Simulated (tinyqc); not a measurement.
Capacitance of parallel on-chip lines from Laplace's equation on a mesh: one step of the calculation.

Cross-section of an endless row of equal lines between two grounded planes; neighbours are driven in antiphase (+1 V and -1 V), so the plane midway between two lines is at 0 V. By symmetry one quarter is solved: x runs from the centre of a line (column 0, mirror) to that midplane (column 3, 0 V), y from the mid-height of the line (row 0, mirror) to the ground plane (row 3, 0 V). The line fills columns 0 to 1 and rows 0 to 1 at 1 V. Cells beside the line (below row 1) have e2, cells above have e1. Each link between nodes has the conductance g = mean permittivity of the two cells beside it (a cell beyond a mirror counts as 0), and the free nodes obey sum g (V_neighbour - V) = 0.

Problem. Capacitance per length. C = 4 eps0 sum g (difference of V)^2 over all links (twice the energy of the four quarters, line at 1 V). Plate estimate without fringing: eps0 [2 e1 w/hd + 2 e2 t/(s/2)], w = 2 hx, t = 2 hx, s/2 = 2 hx, hd = 2 hx.

Values chosen for this exercise: relative permittivity above and below the lines e1 = 3; relative permittivity between the lines e2 = 1.

Constants: eps0 = 8.8541878128e-12 F/m. Results are converted to the units shown.

converged V (V):
```
           col 0      col 1      col 2      col 3
row 0  1.0000000  1.0000000  0.4396552  0.0000000
row 1  1.0000000  1.0000000  0.3793104  0.0000000
row 2  0.4568966  0.4137931  0.1982759  0.0000000
row 3  0.0000000  0.0000000  0.0000000  0.0000000
```

gx:
```
       col 0  col 1  col 2
row 0    0.5    0.5    0.5
row 1      2      2      2
row 2      3      3      3
row 3    1.5    1.5    1.5
```

gy:
```
       col 0  col 1  col 2  col 3
row 0    0.5      1      1    0.5
row 1    1.5      3      3    1.5
row 2    1.5      3      3    1.5
```

Give: C; plate estimate.

Solution.

C = 145.03 aF/um
plate estimate = 70.834 aF/um

Program tinyqc, `OMP_NUM_THREADS=1 python tinyqc.py 2790212 2790213 out.jsonl`; Intel Xeon 2.30GHz, shared host, one thread, about 0.8 s.
